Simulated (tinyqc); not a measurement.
Lossy on-chip transmission line with skin effect: one step of the calculation.

A uniform line in a homogeneous dielectric: c = sqrt(er)/(c0 Z0), l = Z0 sqrt(er)/c0 (c0 = 299792458 m/s), g = w c td, w = 2 pi f. The resistance joins its limits as r = sqrt(r_dc^2 + r_hf^2), with r_dc = rho/(wd th), r_hf = kr rho/(2 delta (wd + th)), delta = sqrt(rho/(pi f mu0)), mu0 = 4 pi 1e-7 H/m; this is an interpolation, and internal inductance, up to 0.05 nH/mm at low frequency, is neglected.

Task. Line constants. delta, r_dc, r_hf, r, l, c and g as defined.

Inputs (values chosen for the exercise): width of the strip wd = 1.1 um; thickness of the strip th = 1.1 um; resistivity rho = 2 uohm cm; relative permittivity er = 2.7; loss tangent td = 0.002; lossless impedance sqrt(l/c) Z0 = 45 ohm; factor for crowding and the return path kr = 1.5; frequency f = 4.2 GHz.

Give: delta; r_dc; r_hf; r; l; c; g.

Result.

delta = 1.098 um
r_dc = 16.53 ohm/mm
r_hf = 6.208 ohm/mm
r = 17.66 ohm/mm
l = 0.2466 nH/mm
c = 121.8 pF/m
g = 0.006428 S/m

r is 1.07 times r_dc; the skin depth is 0.998 of the thickness.

tinyqc, about 0.01 s, one thread, Intel Xeon 2.30GHz (shared host): `OMP_NUM_THREADS=1 python tinyqc.py 2810140 2810141 out.jsonl`
